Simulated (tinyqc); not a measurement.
Which single mass stands for the valley: donor in an ellipsoidal valley (Kohn-Luttinger variational method). Computed by tinyqc, a small Python program. Command: `OMP_NUM_THREADS=1 python tinyqc.py 3002840 3002841 out.jsonl kohnlutt walk`. One thread of a shared host (Intel(R) Xeon(R) Processor @ 2.30GHz), about 0.03 s of CPU time with the checks.

H = -(d^2/dx^2 + d^2/dy^2) - gamma d^2/dz^2 - 2/r in units built on m_t, with gamma = m_t/m_l and z along the valley axis. One valley; no valley-orbit or central-cell term.

Inputs (values chosen for the exercise, modelled on silicon): transverse mass m_t = 0.19 m_0; longitudinal mass m_l = 0.928 m_0; dielectric constant eps = 11.2.

Constants: Ry = 13.605693123 eV; a_0 = 0.529177210903 angstrom.

Method:
- Ry* = Ry m_t/eps^2, a* = a_0 eps/m_t, gamma = m_t/m_l.
- Trial function exp(-sqrt((x^2 + y^2)/a^2 + z^2/b^2)) with beta = b/a < 1: E = t/a^2 - u/a, t = (2 + gamma/beta^2)/3, u = 2 arcsin(sqrt(1 - beta^2))/sqrt(1 - beta^2); the best a is 2 t/u and E(beta) = -u^2/(4 t).
- Golden-section search on beta from 0.05 to 0.999, 60 steps.
- Gaussian basis: g = P exp(-al (x^2 + y^2) - be z^2) with P = 1 (s-like), z (2p0) or x (2p+-); al = 0.004 x 2.6^k, k = 0..11, and be/al = 1, gamma^(-1/2) or 1/gamma (36 functions); 1/r = (2/sqrt(pi)) int exp(-t^2 r^2) dt by 48 Gauss-Legendre points after t = sqrt(al_i + al_j) tan(theta); overlap eigenvalues below 1e-10 are dropped.
- A hydrogenic level is Ry m/eps^2 for one mass m; errors are against the Gaussian basis.

gamma = 0.204741

1s binding energy, Gaussian basis = 32.4206 meV

1s binding energy, trial function = 32.3762 meV

1s binding energy:
```
rule,mass (m_0),binding (meV),error (%)
transverse mass,0.19000,20.61,-36.44
conductivity mass 3/(2/m_t + 1/m_l),0.25853,28.04,-13.51
density-of-states mass (m_t^2 m_l)^(1/3),0.32237,34.97,7.85
longitudinal mass,0.92800,100.65,210.46
trial function with a and b,-,32.38,-0.14
mass that fits 1s,0.29891,32.42,0.00
```

The conductivity mass, which is what a spherical trial function (a = b) gives, falls short by 13.5 %, as a restricted variational bound must; the density-of-states mass is off by +7.8 %. The mass that fits lies between the two.

Extremes, crossings and ranges named in words are read from the listed rows.
